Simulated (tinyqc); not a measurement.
# Worked calculation: on-chip interconnect, size-dependent resistivity and RC delay

Numbers from tinyqc (`OMP_NUM_THREADS=1 python tinyqc.py 2100168 2100169 out.jsonl`; about 0.01 s on one thread of a shared Intel Xeon 2.30GHz). Printed values are rounded.

A rectangular line between two neighbours and two ground planes. Surface and grain-boundary scattering are added to the bulk resistivity as corrections; capacitances are parallel-plate values without fringing; inductance is ignored.

Inputs (values chosen for the exercise); metal values close to those of copper:
- rho0 = 1.72 uohm cm (bulk resistivity)
- lam = 39.1 nm (bulk mean free path)
- ps = 0 (specular share of surface scattering)
- Rg = 0.57 (reflection coefficient of grain boundaries)
- gr = 1 (grain size over the metal width)
- wd = 36 nm (drawn line width)
- AR = 1.8 (aspect ratio, height over width)
- tl = 2.2 nm (liner on both walls and the bottom, not conducting)
- sp = 43 nm (space to the neighbouring lines)
- hd = 49 nm (dielectric height to the planes above and below)
- ek = 2.5 (relative permittivity of the dielectric)
- Mf = 2 (Miller factor of the neighbours)
- Lw = 120 um (line length)
- Rd = 5100 ohm (driver resistance)
- Cl = 2.5 fF (load capacitance)
- dt = 22 ps (time step)

Constants: eps0 = 8.8541878128e-12 F/m. Results are converted to the units shown.

Range of the model: The metal width is under the mean free path, where the thick-limit surface term and the simple sum of corrections lose accuracy.

## Resistivity, resistance and capacitance per length

Metal width x = wd - 2 tl, height y = AR wd - tl; grain boundaries (Mayadas-Shatzkes): al = (lam/(gr x)) Rg/(1 - Rg), g = 1/[1 - 3 al/2 + 3 al^2 - 3 al^3 ln(1 + 1/al)] - 1; surfaces (Fuchs-Sondheimer, thick limit): s = (3/8) lam (1 - ps)(1/x + 1/y); rho = rho0 (1 + g + s); r = rho/(x y); c = eps0 ek (2 wd/hd + 2 Mf AR wd/sp).

x = 31.6 nm
y = 62.6 nm
al = 1.640197
g = 2.237789
s = 0.6982284
rho = 6.769950 uohm cm
r = 34.22347 ohm/um
c = 0.1659561 fF/um

rho is 3.94 times the bulk value; grain boundaries add more (2.24 against 0.698). The liner takes 15.2 % of the cross-section.

## Ladder and Elmore delays

7 equal pi sections: series Rs = r Lw/7; node capacitances c Lw/7, halved at nodes 0 and 7, with Cl added to node 7; Rd feeds node 0. Elmore delay of node k: the sum, over the resistors on the path to k, of resistance times all capacitance downstream of it.

Rs = 586.6881 ohm

```
node    C (fF)  Elmore delay (ps)
0     1.422481           114.3152
1     2.844962           126.6311
2     2.844962           137.2779
3     2.844962           146.2556
4     2.844962           153.5641
5     2.844962           159.2036
6     2.844962           163.1740
7     3.922481           165.4753
```

The far-end value equals Rd (c Lw + Cl) + r Lw (c Lw/2 + Cl) for any number of pi sections; the line resistance contributes 30.9 % of it.

## Step 1: node voltages after a time step

v at t = 0, node 0 to 7 (V): [0, 0, 0, 0, 0, 0, 0, 0]

A 1 V step is applied behind Rd at t = 0. C dv/dt = -G v + b, with G the conductance matrix of the ladder (1/Rs between neighbours, 1/Rd added at node 0) and b = (1 V/Rd, 0, ...). Trapezoidal step: (C/dt + G/2) v(new) = (C/dt - G/2) v + b.

v at t = 1 dt, node 0 to 7 (V): [0.4509948, 0.3070183, 0.2096279, 0.1440457, 0.1003206, 0.0718178, 0.0542124, 0.0448330]

## Step 2: node voltages after a time step

As before.

v at t = 2 dt, node 0 to 7 (V): [0.3714168, 0.3738897, 0.3399235, 0.2939196, 0.2488001, 0.2109880, 0.1833958, 0.1671795]

## Course in time

A 1 V step is applied behind Rd at t = 0. C dv/dt = -G v + b, with G the conductance matrix of the ladder (1/Rs between neighbours, 1/Rd added at node 0) and b = (1 V/Rd, 0, ...). Trapezoidal step: (C/dt + G/2) v(new) = (C/dt - G/2) v + b. The last column solves the same ladder exactly by its modes.

Voltages (V):
```
t (ps)  node 0  node 3  node 7  node 7, exact
22.00   0.4510  0.1440  0.0448         0.0548
44.00   0.3714  0.2939  0.1672         0.1744
66.00   0.5710  0.3651  0.2904         0.2860
88.00   0.5374  0.4678  0.3818         0.3830
110.0   0.6770  0.5304  0.4684         0.4670
132.0   0.6562  0.6002  0.5401         0.5395
154.0   0.7587  0.6516  0.6027         0.6021
176.0   0.7433  0.7004  0.6573         0.6563
198.0   0.8205  0.7411  0.7034         0.7030
220.0   0.8077  0.7757  0.7444         0.7434
242.0   0.8669  0.8074  0.7788         0.7783
264.0   0.8557  0.8323  0.8093         0.8085
```

The far end of the ladder reaches 0.5 V at 119.6 ps, 0.723 of its Elmore delay (ln 2 = 0.693 for a single pole); the slowest mode has a time constant of 150.4 ps. The largest error of the trapezoidal steps at that node is 10 mV. Node 0 swings up and down from step to step: the trapezoidal rule does not damp modes much faster than dt, so these swings are numerical.
